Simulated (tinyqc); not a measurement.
# Carrier lifetime of a p-type layer with SRH, radiative, Auger and surface recombination: effects of single changes

Uniform excess density dn = dp (no trapping), n = n0 + dn, p = p0 + dn, Boltzmann statistics, full ionisation. Surfaces enter as a rate 2 S dn/d, which holds while diffusion to them is fast.

Values chosen for this exercise; band and dielectric values close to those of silicon: temperature T = 350 K; band gap Eg = 1.11 eV; conduction-band density of states at T Nc = 3.58e19 cm^-3; valence-band density of states at T Nv = 3.35e19 cm^-3; radiative coefficient B = 4.72e-15 cm^3/s; acceptor density N = 2.9e14 cm^-3; Auger coefficient (two electrons) Cn = 3.6e-31 cm^6/s; Auger coefficient (two holes) Cp = 1.1e-31 cm^6/s; trap density Nt = 8.1e13 cm^-3; capture cross-section for electrons sn = 6e-14 cm^2; capture cross-section for holes sp = 4e-15 cm^2; thermal velocity (both carriers) vth = 1.6e7 cm/s; trap level below the conduction band Et = 0.58 eV; surface recombination velocity (both faces) S = 0 cm/s; sample thickness d = 50 um.

Constants: q = 1.602176634e-19 C, kB = 1.380649e-23 J/K, Vt = kB T/q. Results are converted to the units shown.

Each table varies one quantity; the others keep the values above.

## Lifetime against injection

ni = sqrt(Nc Nv) exp(-Eg/(2 Vt)), Eg in volts; majority density N/2 + sqrt(N^2/4 + ni^2), n0 p0 = ni^2; n1 = Nc exp(-Et/Vt), p1 = Nv exp((Et - Eg)/Vt); tn0 = 1/(sn vth Nt), tp0 = 1/(sp vth Nt). With e = n p - ni^2 = dn (n0 + p0 + dn): U_SRH = e/(tp0 (n + n1) + tn0 (p + p1)), U_rad = B e, U_Aug = (Cn n + Cp p) e, U_s = 2 S dn/d. Each tau is dn over its rate; tau = dn/U with U the sum.

Results:

| dn (cm^-3) | tau_SRH (s) | tau_rad (s) | tau_Aug (s) | tau (s) | radiative share (%) | largest path |
|---|---|---|---|---|---|---|
| 1e11 | 1.307e-8 | 0.7303 | 107.9 | 1.307e-8 | 1.789e-6 | SRH |
| 1e12 | 1.366e-8 | 0.7281 | 106.2 | 1.366e-8 | 1.877e-6 | SRH |
| 1e14 | 6.243e-8 | 0.5432 | 32.50 | 6.243e-8 | 1.149e-5 | SRH |
| 1e15 | 1.624e-7 | 0.1642 | 1.545 | 1.624e-7 | 9.890e-5 | SRH |
| 1e16 | 2.003e-7 | 0.02059 | 0.02054 | 2.003e-7 | 9.730e-4 | SRH |
| 1e17 | 2.052e-7 | 0.002113 | 2.120e-4 | 2.050e-7 | 0.009703 | SRH |
| 1e18 | 2.057e-7 | 2.118e-4 | 2.127e-6 | 1.874e-7 | 0.08848 | SRH |
| 1e19 | 2.058e-7 | 2.119e-5 | 2.128e-8 | 1.926e-8 | 0.09093 | Auger |

Estimate the missing row, dn = 1e13 cm^-3.

Computed row:

| dn (cm^-3) | tau_SRH (s) | tau_rad (s) | tau_Aug (s) | tau (s) | radiative share (%) | largest path |
|---|---|---|---|---|---|---|
| 1e13 | 1.943e-8 | 0.7062 | 91.07 | 1.943e-8 | 2.751e-6 | SRH |

With this row back in the table: SRH recombination leads at dn = 1e11, Auger from 1e19 on. The total lifetime goes from 1.31e-8 through a maximum of 2.05e-7 (at dn = 1e17 among the rows listed) to 1.93e-8 s. tau_SRH goes from 1.31e-8 s (low-injection limit 1.30e-8 s) to 2.06e-7 s (high-injection limit tn0 + tp0 = 2.06e-7 s). Between the last two rows tau_rad goes as dn^(-1.00) and tau_Aug as dn^(-2.00); the radiative share rises from 1.79e-6 to 0.0909 %.

## Effect of the acceptor density at dn = 9e13 cm^-3

Same model as above.

Here dn = 9e13 cm^-3.

Effect of the acceptor density at dn = 9e13 cm^-3:

| N (cm^-3) | tau_SRH (s) | tau_rad (s) | tau_Aug (s) | tau (s) | radiative share (%) | largest path |
|---|---|---|---|---|---|---|
| 1e14 | 1.044e-7 | 1.115 | 98.74 | 1.044e-7 | 9.367e-6 | SRH |
| 5e14 | 4.235e-8 | 0.3591 | 17.42 | 4.235e-8 | 1.179e-5 | SRH |
| 2e15 | 2.119e-8 | 0.1014 | 1.824 | 2.119e-8 | 2.090e-5 | SRH |
| 1e16 | 1.458e-8 | 0.02100 | 0.08676 | 1.458e-8 | 6.946e-5 | SRH |
| 5e16 | 1.321e-8 | 0.004230 | 0.003602 | 1.321e-8 | 3.123e-4 | SRH |
| 2e17 | 1.295e-8 | 0.001059 | 2.267e-4 | 1.295e-8 | 0.001223 | SRH |
| 1e18 | 1.288e-8 | 2.118e-4 | 9.087e-6 | 1.286e-8 | 0.006070 | SRH |
| 5e18 | 1.286e-8 | 4.237e-5 | 3.636e-7 | 1.242e-8 | 0.02931 | SRH |

What does the comparison show?

SRH recombination leads at N = 1e14 and in all other rows. tau_SRH falls from 1.04e-7 to 1.29e-8 s and the total lifetime falls from 1.04e-7 to 1.24e-8 s. Between the last two rows tau_rad goes as N^(-1.00) and tau_Aug as N^(-2.00).

tinyqc, about 0.01 s, one thread, Intel Xeon 2.30GHz (shared host): `OMP_NUM_THREADS=1 python tinyqc.py 2300052 2300053 out.jsonl`
